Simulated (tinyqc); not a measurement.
Haynes-Shockley experiment: drift, diffusion and decay of a minority-carrier pulse: one step, computed by the program tinyqc.

A thin sheet of excess carriers is made at x = 0, t = 0 in a long uniform bar; injection is low, so the pulse moves with the minority mobility.

Question. Transport coefficients. D = mu k_B T/e, v = mu F. Transit time d/v, diffusion length sqrt(D tau), drift length v tau, Peclet number v d/D = e F d/(k_B T).

Inputs (values chosen for the exercise, modelled on electrons in p-type germanium in a lightly doped bar):
```
quantity                     value         unit
minority mobility mu          4190   cm^2/(V s)
lifetime tau                   130  microsecond
temperature T                  250            K
field F                         27         V/cm
distance d to the collector   0.78           cm
```

Constants: k_B = 8.617333262e-05 eV/K.

Give: D; drift velocity v; transit time d/v; diffusion length; drift length v tau; Peclet number.

Answer.

D = 90.27 cm^2/s

drift velocity v = 1.131e+05 cm/s

transit time d/v = 6.895 microsecond

diffusion length = 1083 micrometre

drift length v tau = 14.7069 cm

Peclet number = 977.6

The pulse must travel 0.0530 drift lengths.
